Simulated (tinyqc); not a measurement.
Inside a calculation. Method: coherent transport through a tight-binding region between two chains. One step of it, computed by the program tinyqc.

Problem. Transmission at E = -0.1 eV. Surface Green function g = (E - i sqrt(4 t^2 - E^2)) / (2 t^2); self-energy tc^2 g on each contact site; G = (E - H - Sigma)^(-1); Gamma = -2 Im Sigma; T = Gamma_L Gamma_R |G_LR|^2; local density of states -Im G_ii / pi.

H of the central region (eV), lower triangle:
```
           1          2          3         4
1  -0.170000
2  -2.110000  -0.340000
3   0.000000  -2.110000   0.070000
4  -2.110000   0.000000  -2.110000  0.390000
```

Leads: semi-infinite chains with site energy 0:
```
parameter                           value
lead hopping t (eV)              2.380000
coupling to the left lead (eV)   1.290000
coupling to the right lead (eV)  1.270000
left contact site                       1
right contact site                      2
```

E = -0.100000 eV

Give: g; G; local density of states; transmission.

Solution.

g = -0.0088-0.4201i 1/eV

G (1/eV), lower triangle:
```
                 1                2                3                4
1  -0.1758-1.4042i
2  -0.0704+0.0359i  -0.4689-1.3021i
3   0.1958+1.4225i   0.1827+0.2716i  -0.1306-1.5139i
4   0.0862+0.0787i   0.4836+1.3240i   0.2807-0.3935i  -0.4610-1.3557i
```

local density of states (1/eV): 0.4470  0.4145  0.4819  0.4315

transmission = 0.0118
